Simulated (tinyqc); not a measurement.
Raising D: domain walls in a thin film with perpendicular anisotropy: Bloch, Neel and chiral walls, motion and stripe domains. Computed by tinyqc, a small Python program. Command: `OMP_NUM_THREADS=1 python tinyqc.py 3022852 3022853 out.jsonl mwall walk`. One thread of a shared host (Intel(R) Xeon(R) Processor @ 2.30GHz), about 0.01 s of CPU time with the checks.

One-dimensional wall: polar angle theta(x), azimuth phi of the moment in the wall (phi = 0 Neel, 90 degrees Bloch). mu_0 = 1.25663706212e-6 T m/A, gamma = 1.76085963023e11 rad/(s T).

Inputs (values chosen for the exercise, for a model film): saturation magnetisation M_s = 867 kA/m; exchange stiffness A = 22 pJ/m; uniaxial anisotropy K_u = 628 kJ/m^3; DMI constant D = 0.42 mJ/m^2; thickness t = 2.8 nm.

Method. K_eff = K_u - mu_0 M_s^2/2; Delta = sqrt(A/K_eff); sigma_0 = 4 sqrt(A K_eff); profile theta = 2 arctan exp(x/Delta); quality factor Q = 2 K_u/(mu_0 M_s^2). sigma(phi) = sigma_0 + 2 Delta K_D cos^2(phi) - pi D cos(phi), with the wall shape anisotropy K_D = N_x mu_0 M_s^2/2, N_x = t ln 2/(pi Delta). The minimum has cos(phi) = D/D_N for D < D_N = 4 Delta K_D/pi and phi = 0 beyond; sigma turns negative at D_c = (sigma_0 + 2 Delta K_D)/pi.

D_N = 0.371503 mJ/m^2

D_c = 2.54224 mJ/m^2

width parameter Delta = 11.8869 nm

sigma_0 = 7.40313 mJ/m^2

Wall against D; the last column is the Kaplan-Gehring width, log10[0.955 t exp(pi sigma/(mu_0 M_s^2 t))/nm], with a dash where it falls below 10 Delta and the formula fails:
```
D (mJ/m^2)  phi (degrees)  sigma (mJ/m^2)  sigma/sigma_0  log10 domain width
0.074              78.510          7.3800        0.99687              4.2342
0.190              59.240          7.2505        0.97938              4.1674
0.300              36.145          7.0226        0.94860              4.0498
0.510               0.000          6.3845        0.86240              3.7206
1.000               0.000          4.8451        0.65447              2.9265
1.500               0.000          3.2743        0.44229              2.1162
2.000               0.000          1.7035        0.23011                   -
2.300               0.000          0.7610        0.10280                   -
```

What follows from these numbers?

D_N is 15 % of D_c, so a small D fixes the chirality long before it lowers the energy much. Beyond D_N sigma falls by pi per unit of D, and the domain width, which has sigma in an exponent, drops by 2.1 decades over the valid rows (values above 6 mean a single domain in any device).

Extremes, crossings and ranges named in words are read from the listed rows.
